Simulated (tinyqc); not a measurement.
## Transistor under a ferroelectric capacitor (negative capacitance), static model: effect of the coercive field

A ferroelectric film of thickness tf lies between the gate and an inner metal at potential v, which drives an ordinary transistor. One domain, P = Q (background permittivity neglected): Vg = v + tf (2 al Q + 4 be Q^3), al = -3 sqrt(3) Ec/(4 Pr), be = 3 sqrt(3) Ec/(8 Pr^3). Gate charge Q(v) = Qi + Cp v with the channel charge Qi = Cox n Vt ln(1 + exp((v - VT)/(n Vt))). Q in uC/cm^2, E in kV/cm; 1 nm times 1 kV/cm is 1e-4 V. Domains, leakage and the switching time are left out.

C = dQ/dv = Cox/(1 + exp(-(v - VT)/(n Vt))) + Cp; dVg/dv = 1 + C tf (2 al + 12 be Q^2); gain = dv/dVg. The largest gain is taken over -0.3 V < v < 2.5 V, tc is the thickness at which dVg/dv first touches zero, the swing is n Vt ln 10 (1 + 2 al tf Cp), v solves Vg(v) = Vg, and the last column compares Qi(v) with Qi(Vg) of the transistor without the film.

Inputs (values chosen for the exercise); Pr and Ec close to those of hafnium oxide based films: temperature T = 300 K; remanent polarisation Pr = 24 uC/cm^2; capacitance of the inner oxide Cox = 1.9 uF/cm^2; overlap capacitance per gate area Cp = 0.71 uF/cm^2; threshold of the inner transistor VT = 0.25 V; subthreshold factor of the inner transistor n = 1.13; ferroelectric thickness tf = 23 nm; gate voltage Vg = 0.13 V.

Constants: q = 1.602176634e-19 C, kB = 1.380649e-23 J/K, Vt = kB T/q. Results are converted to the units shown.

Effect of the coercive field:
```
Ec (kV/cm)	tc (nm)	largest gain	swing (mV/decade)	v at Vg (V)	Qi with/without film
400	88.77	1.350	62.51	0.1400	1.405
600	59.18	1.636	60.13	0.1457	1.701
800	44.39	2.075	57.75	0.1519	2.094
1000	35.51	2.839	55.37	0.1586	2.630
1200	29.59	4.489	53.00	0.1662	3.382
1500	23.67	35.16	49.43	0.1793	5.224
```

As Ec goes from 400 to 1500 kV/cm, the largest gain rises from 1.35 to 35.2, the swing falls from 62.5 to 49.4 mV a decade and tc falls from 88.8 to 23.7 nm. At Ec = 1800 kV/cm tf is within 2 % of tc or beyond it, so those rows are left out. At Ec = 1500 kV/cm the gain relies on a single-domain state close to the fold, which domains would spoil.

Numbers from tinyqc (`OMP_NUM_THREADS=1 python tinyqc.py 2860138 2860139 out.jsonl`; about 0.03 s on one thread of a shared Intel Xeon 2.30GHz).
